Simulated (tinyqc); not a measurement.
Cluster expansion of a binary alloy: correlations, fit, cross-validation and ground states: one step, computed by the program tinyqc. Command: `OMP_NUM_THREADS=1 python tinyqc.py 3022306 3022307 out.jsonl clex walk`. One thread of a shared host (Intel(R) Xeon(R) Processor @ 2.30GHz), about 0.02 s of CPU time with the checks.

s = +1 for A and -1 for B. Energy per site E = J0 + J1 P(point) + sum over clusters of m V P, with P the mean product of spins; V > 0 on a pair favours unlike neighbours. Clusters per site m: pair 1 6, pair 2 3, pair 3 12, triplet 8; the triplet is the triangle of first neighbours. Formation energies are counted from the line between pure A and pure B, which removes J0 and J1.

Problem. The random alloy and its short-range order. Random alloy: P(pair) = p^2, P(triplet) = p^3, p = 1 - 2x, so H_mix = (p^2 - 1) sum m V(pairs) + (p^3 - p) m Vt; G_mix = H_mix + k_B T [x ln x + (1 - x) ln(1 - x)]. To first order in 1/T the Warren-Cowley parameter of shell 1 is alpha_1 = -(1 - p^2) V_eff/(k_B T), V_eff = V1 + (number of triplets on a first-neighbour bond) p Vt, that number being 4.

Inputs (values chosen for the exercise, for a model alloy):
```
quantity                    value  unit
first-pair interaction V1    16.9   meV
second-pair interaction V2   -1.6   meV
third-pair interaction V3     2.2   meV
triplet interaction Vt       0.49   meV
temperature T                1200     K
fraction x of B              0.35     -
```

Lattice: fcc.

Constants: k_B = 8.617333262e-05 eV/K.

Give: mixing enthalpy H_mix; mixing free energy G_mix; alpha_1.

Solution.

mixing enthalpy H_mix = -113.0 meV/site

mixing free energy G_mix = -180.0 meV/site

alpha_1 = -0.1539

alpha_1 < 0: unlike neighbours are preferred. Caution: so large an alpha_1 is beyond the first-order expansion.
